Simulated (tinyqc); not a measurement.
Deep-level transient spectroscopy: the DLTS spectrum.

Schottky contact on an n-type layer with shallow donors Nd (all ionised) and a donor-like deep trap, neutral when filled and positive when empty; depletion approximation. Traps within lam of the depletion edge stay filled. A long pulse to Vp fills the traps beyond x1 = Wp - lam; back at Vr those between x1 and x2 = Wr - lam emit. A rate window reads S = C(t2) - C(t1).

Emission rate en = sn vth(T) Nc(T) exp(-Et/kB T) = sn g T^2 exp(-Et/kB T), g = vth Nc/(300 K)^2, as vth goes as T^0.5 and Nc as T^1.5 (degeneracy factor 1). lam = sqrt(2 eps0 eps_r (EF - ET)/(q Nd)), EF - ET = Et - (kB T/q) ln(Nc(T)/Nd), Nc(T) = Nc (T/300 K)^1.5. In the steady state at the band bending V, 2 eps0 eps_r V/q = Nd W^2 + Nt (W - lam)^2 (the second term only if W > lam). W(t)^2 = Wr^2 + (Nt/Nd)(x2^2 - x1^2) exp(-en t), C = eps0 eps_r/W; for small Nt, dC/C = -(Nt/2 Nd) G exp(-en t) with G = (x2^2 - x1^2)/Wr^2. For an exponential transient S peaks where en = ew = ln(t2/t1)/(t2 - t1).

Parameters, values chosen for the exercise; material values those of a made-up semiconductor: relative permittivity eps_r = 9.55; conduction-band density of states at 300 K Nc = 3.22e19 cm^-3; thermal velocity at 300 K vth = 2.5e7 cm/s; shallow donor density Nd = 1.9e16 cm^-3; built-in voltage Vbi = 0.65 V; depth of the trap below the conduction edge Et = 0.26 eV; capture cross-section sn = 9.1e-16 cm^2; trap density Nt = 6.6e13 cm^-3; reverse bias Vr = 9.8 V; reverse bias during the filling pulse Vp = 0 V; first sampling time t1 = 0.1 ms; second sampling time t2 = 0.4 ms.

Constants: q = 1.602176634e-19 C, kB = 1.380649e-23 J/K, eps0 = 8.8541878128e-14 F/cm where lengths are in cm. Results are converted to the units shown.

Results:
```
T (K)  en (1/s)  S (pF/cm^2)
143       114.3       0.4737
148       249.7        1.003
154       598.3        2.213
160        1346        4.169
165        2536        5.952
176        9047        5.480
182     1.702e4        2.637
187     2.800e4       0.8881
193     4.925e4       0.1065
198     7.692e4     0.006709
204     1.278e5     4.144e-5
```

Estimate the missing row, T = 171 K.

Computed row:
```
T (K)  en (1/s)  S (pF/cm^2)
171        5173        6.792
```

With this row back in the table: S goes from 0.474 through a maximum of 6.79 (at T = 171 K among the rows listed) to 4.14e-5 pF/cm^2; en equals ew = 4620 1/s at 170.0 K. Colder, the trap has hardly emitted by t2; warmer, it is empty before t1. Rows above half of the largest S span 160 to 176 K.

Program tinyqc, `OMP_NUM_THREADS=1 python tinyqc.py 2050172 2050173 out.jsonl`; Intel Xeon 2.30GHz, shared host, one thread, about 0.01 s.
